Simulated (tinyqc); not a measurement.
CMOS latch-up, two-transistor model: effect of the temperature.

A parasitic pnp (emitter at Vdd, base shunted by Rw) and npn (emitter at ground, base shunted by Rs) feed each other: the npn collector current flows out of the pnp base node, the pnp collector current into the npn base node. Forward-active transistors with constant gains: Icn = Isn exp(Vn/Vt), Icp = Isp (exp(Vp/Vt) - 1). A current Ii is injected into the npn base node.

Isn, Isp and Von are given at 300 K; the currents scale as T^3 exp(-1.12 V/Vt), Von falls by 1.5 mV/K, gains and resistances are fixed. Node equations: Vp/Rw + Icp/bp = Icn and Vn/Rs + Icn/bn = Icp + Ii. Loop gain G = gn gp/[(1/Rw + gp/bp)(1/Rs + gn/bn)], gn = Icn/Vt, gp = (Icp + Isp)/Vt; the off state ends where G = 1, and Ii there is the trigger current. On state with both base-emitter voltages at Von: npn base current Ib = (Von/Rs + bp Von/Rw)/(bn bp - 1), holding current Ih = (bn + 1) Ib + Von/Rs, holding voltage Vh = Vsat + Von + R2 (Ib + Von/Rs).

Inputs (values chosen for the exercise); values close to those of bulk CMOS: current gain of the npn bn = 4.9; current gain of the pnp bp = 1.7; saturation current of the npn at the reference temperature Isn = 4e-15 A; saturation current of the pnp at the reference temperature Isp = 3.5e-15 A; substrate resistance shunting the npn Rs = 1400 ohm; well resistance shunting the pnp Rw = 1100 ohm; resistance from the pnp collector to the npn base R2 = 25 ohm; base-emitter voltage in the on state Von = 0.71 V; saturation voltage Vsat = 0.16 V; supply voltage Vdd = 2.5 V.

Constants: q = 1.602176634e-19 C, kB = 1.380649e-23 J/K, Vt = kB T/q. Results are converted to the units shown.

Result of one run:
```
T (K)  Vn at trigger (V)  trigger current (mA)  Ih (mA)   Vh (V)
263              0.72928               0.63239   1.9391  0.94507
```

What becomes of these results when the temperature T is changed from 263 to 443 K, all else the same?

Result of the changed run:
```
T (K)  Vn at trigger (V)  trigger current (mA)  Ih (mA)   Vh (V)
443              0.37010               0.30154   1.2552  0.66817
```

The whole series:
```
T (K)  Vn at trigger (V)  trigger current (mA)  Ih (mA)   Vh (V)
233              0.78297               0.68265   2.0531  0.99122
263              0.72928               0.63239   1.9391  0.94507
293              0.67399               0.58088   1.8252  0.89892
323              0.61707               0.52807   1.7112  0.85277
353              0.55842               0.47391   1.5972  0.80662
383              0.49789               0.41827   1.4832  0.76047
413              0.43523               0.36092   1.3692  0.71432
443              0.37010               0.30154   1.2552  0.66817
```

As T goes from 233 to 443 K, the trigger current falls from 0.683 to 0.302 mA, Ih falls from 2.05 to 1.26 mA and Vh falls from 0.991 to 0.668 V. Vh exceeds the supply Vdd = 2.5 V, which then cannot sustain a latched state, in 0 of the 8 rows.

Program tinyqc, `OMP_NUM_THREADS=1 python tinyqc.py 2670028 2670029 out.jsonl`; Intel Xeon 2.30GHz, shared host, one thread, about 0.04 s.
